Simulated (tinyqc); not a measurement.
Decay of LO phonons and the hot-phonon bottleneck in the cooling of electrons: one step, computed by the program tinyqc. Command: `OMP_NUM_THREADS=1 python tinyqc.py 3003776 3003777 out.jsonl hotphonon walk`. One thread of a shared host (Intel(R) Xeon(R) Processor @ 2.30GHz), about 0.01 s of CPU time with the checks.

n(E, T) = 1/(exp(E/(k_B T)) - 1) is the Bose occupation. Electrons have a temperature T_e; the LO modes within their reach share one occupation N; the decay products stay at the lattice temperature.

Question. Lifetime and Raman width. Decay rate 1/tau = (1/tau_0) [1 + n(f hbar omega) + n((1 - f) hbar omega)]. Full width Gamma = 1/(2 pi c tau) in 1/cm, c in cm/s.

Inputs (values chosen for the exercise, modelled on indium phosphide): LO energy hbar omega = 41.8 meV; lifetime at T = 0, tau_0 = 13 ps; share f of the energy in the softer product = 0.2; lattice temperature T = 500 K.

Decay channel: two unequal phonons (Ridley).

Constants: k_B = 8.617333262e-05 eV/K; c = 299792458 m/s.

Give: thermal factor tau_0/tau; phonon lifetime tau; Raman width Gamma; equilibrium LO occupation N_0.

Answer.

thermal factor tau_0/tau = 6.523

phonon lifetime tau = 1.993 ps

Raman width Gamma = 2.664 1/cm

equilibrium LO occupation N_0 = 0.6104

Stimulated decay shortens the lifetime by 85 %.
